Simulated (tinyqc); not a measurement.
Trap density from one capacitance.

Inverse problem. Traps spread evenly through the insulator exchange electrons with the semiconductor by tunnelling, with tau(x) = t0 exp(2 ka x) at depth x from the interface. The admittance per area Y seen at depth x obeys dY/dx = -Y^2/(i w eps0 eox) + q Nb ln(1 + i w tau)/tau, with Y(0) = i w Cs and w = 2 pi f; the gate sees Y(tox) = G + i w C. Working variable y = Y/(i w), in uF/cm^2. Cox = eps0 eox/tox. Find Nb and G/w.

Values chosen for this exercise: relative permittivity of the insulator eox = 8.32; insulator thickness tox = 7.4 nm; semiconductor capacitance in accumulation Cs = 5 uF/cm^2; decay constant of the wave function in the insulator ka = 6.2 1/nm; time constant of a trap at the interface t0 = 4e-10 s; frequency f = 1e5 Hz.

Constants: q = 1.602176634e-19 C, eps0 = 8.8541878128e-14 F/cm where lengths are in cm. Results are converted to the units shown.

C = 0.86872847 uF/cm^2

Solution. C rises steadily with Nb, so one density matches; in practice ka and t0 must come from the frequency dependence.

Nb = 8.500e19 cm^-3 eV^-1
G/w = 0.008112 uF/cm^2

Program tinyqc, `OMP_NUM_THREADS=1 python tinyqc.py 2202245 2202246 out.jsonl`; Intel Xeon 2.30GHz, shared host, one thread, about 0.5 s.
